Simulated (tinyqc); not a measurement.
From results back to parameters: averaged masses of warped heavy- and light-hole bands. Five cases, with inputs chosen for the exercise.

Problem. For B along [111] the central orbits have s = 1/4 all round, so the cyclotron masses are 1/(g1 -/+ sqrt(g2^2 + 3 g3^2)). They are given with the heavy-hole mass along [100], 1/(g1 - 2 g2); g2 and g3 are positive.

Find: g1; sqrt(g2^2 + 3 g3^2); g2; g3.

Method. The mean of the two inverse cyclotron masses is g1 and half their difference is the root; g2 = (g1 - 1/m[100])/2, and g3 follows.

Case 1.

heavy and light cyclotron mass for B along [111]; heavy mass along [100] (m0): 0.5639256  0.1600841  0.3300330

Solution.

g1 = 4.01
sqrt(g2^2 + 3 g3^2) = 2.237
g2 = 0.49
g3 = 1.26

Case 2.

heavy and light cyclotron mass for B along [111]; heavy mass along [100] (m0): 0.3489993  0.0148954  0.2358491

Solution.

g1 = 35.00
sqrt(g2^2 + 3 g3^2) = 32.135
g2 = 15.38
g3 = 16.29

Case 3.

heavy and light cyclotron mass for B along [111]; heavy mass along [100] (m0): 0.4125123  0.0147938  0.2570694

Solution.

g1 = 35.01
sqrt(g2^2 + 3 g3^2) = 32.586
g2 = 15.56
g3 = 16.53

Case 4.

heavy and light cyclotron mass for B along [111]; heavy mass along [100] (m0): 0.4528006  0.0148563  0.2688172

Solution.

g1 = 34.76
sqrt(g2^2 + 3 g3^2) = 32.552
g2 = 15.52
g3 = 16.52

Case 5.

heavy and light cyclotron mass for B along [111]; heavy mass along [100] (m0): 0.4529858  0.0400442  0.2409639

Solution.

g1 = 13.59
sqrt(g2^2 + 3 g3^2) = 11.382
g2 = 4.72
g3 = 5.98

Computed by tinyqc, one run a case: `OMP_NUM_THREADS=1 python tinyqc.py N N+1 out.jsonl` with N = 1080903, 1080932, 1080983, 1080986, 1081025; one thread of a shared Intel(R) Xeon(R) Processor @ 2.30GHz, about 0.04 s a run at most.
